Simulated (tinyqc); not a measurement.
Worked calculation: decay of LO phonons and the hot-phonon bottleneck in the cooling of electrons. Computed by tinyqc, a small Python program that keeps every step. Command: `OMP_NUM_THREADS=1 python tinyqc.py 3011863 3011864 out.jsonl hotphonon walk`. One thread of a shared host (Intel(R) Xeon(R) Processor @ 2.30GHz), about 0.01 s of CPU time with the checks. Intermediate numbers are printed to about 5 digits and carried at full precision; extremes and crossings named in words are read from the listed rows.

n(E, T) = 1/(exp(E/(k_B T)) - 1) is the Bose occupation. Electrons have a temperature T_e; the LO modes within their reach share one occupation N; the decay products stay at the lattice temperature.

Inputs (values chosen for the exercise, modelled on zinc oxide):
```
quantity,value,unit
LO energy hbar omega,73.8,meV
"lifetime at T = 0, tau_0",1.2,ps
share f of the energy in the softer product,0.22,-
lattice temperature T,400,K
electron mass m*,0.27,m_0
eps_inf,3.65,-
static dielectric constant eps_s,8.12,-
electron density n,4.8e+17,1/cm^3
"density of LO modes that the electrons reach, N_m",1.5e+19,1/cm^3
power supplied per electron P,0.52,nW
step factor,0.02,-
```

Decay channel: two unequal phonons (Ridley).

Constants: k_B = 8.617333262e-05 eV/K; c = 299792458 m/s; e^2/(4 pi eps_0) = 14.39964548 eV angstrom; hbar^2/(2 m_0) = 3.80998212 eV angstrom^2; hbar = 6.582119569e-16 eV s; e = 1.602176634e-19 C.

## Lifetime and Raman width

Decay rate 1/tau = (1/tau_0) [1 + n(f hbar omega) + n((1 - f) hbar omega)]. Full width Gamma = 1/(2 pi c tau) in 1/cm, c in cm/s.

thermal factor tau_0/tau = 2.8940

phonon lifetime tau = 0.41465 ps

Raman width Gamma = 12.803 1/cm

equilibrium LO occupation N_0 = 0.13319

Stimulated decay shortens the lifetime by 65 %.

## Spontaneous emission time

Froehlich coupling alpha = (e^2/(4 pi eps_0)) (1/eps_inf - 1/eps_s) k_0/(2 hbar omega), k_0 = sqrt(m* hbar omega/(hbar^2/(2 m_0))); emission time tau_sp = hbar/(2 alpha hbar omega); bottleneck ratio r = (n/N_m) tau/tau_sp.

alpha = 1.0641

emission time tau_sp = 4.1909 fs

bottleneck ratio r = 3.1661

r compares the rate at which electrons exchange quanta with a mode to its decay rate. Exchange outruns decay, so a hot population builds up if the power is high enough. Caution: alpha is above 1/2, so hbar/tau_sp exceeds hbar omega and the emission time, a weak-coupling result, is only rough.

## Electron and phonon temperatures in closed form

Net emission per electron: [(N + 1) x - N]/tau_sp with x = exp(-hbar omega/(k_B T_e)), a simple two-level balance; steady state of the modes: n [(N + 1) x - N]/tau_sp = N_m (N - N_0)/tau; power per electron P = hbar omega [(N + 1) x - N]/tau_sp. With p = P tau_sp/(hbar omega): N = N_0 + r p and x = (p + N)/(N + 1); without hot phonons N = N_0. The mode temperature T_LO solves n(hbar omega, T_LO) = N.

reduced power p = 1.8431e-04

LO occupation N = 0.13377

electron temperature T_e = 400.98 K

T_e without hot phonons = 400.26 K

mode temperature T_LO = 400.72 K

Hot phonons raise T_e by 1 K. T_LO lies between the lattice and the electrons.

## The same balance by iteration

Eliminating N gives P(T_e) = (hbar omega/tau_sp) [(N_0 + 1) x - N_0]/[1 + r (1 - x)]. Newton steps on ln P against ln T_e, times the step factor, each limited to 0.7 in ln T_e and to keeping a fifth of T_e - T; start at 1.5 T; stop when |ln(P/P(T_e))| < 1e-9 or after 40 steps.

Iterations:
```
step,T_e (K),P(T_e) (nW),ln(P/P(T_e))
0,600.00,114.89,-5.3979
1,579.57,102.71,-5.2859
2,561.60,92.04,-5.1762
3,545.76,82.67,-5.0688
4,531.75,74.41,-4.9636
5,519.33,67.13,-4.8606
6,508.30,60.69,-4.7597
7,498.47,54.98,-4.6609
8,489.70,49.91,-4.5642
...,...,...,...
31,416.33,8.75,-2.8235
32,415.42,8.26,-2.7654
33,414.58,7.80,-2.7086
34,413.80,7.38,-2.6530
35,413.07,6.99,-2.5986
36,412.40,6.63,-2.5453
37,411.77,6.29,-2.4931
38,411.19,5.98,-2.4420
39,410.65,5.69,-2.3920
```

converged (1 yes, 0 no) = 0

T_e from the iteration = 410.14 K

Not converged: the residual falls at every step, but slowly, by a factor of about 0.979 a step. Near the root each step multiplies the error by 1 - (step factor) = 0.98.

Reruns converge with step factor = 1.0; or with step factor = 0.7.
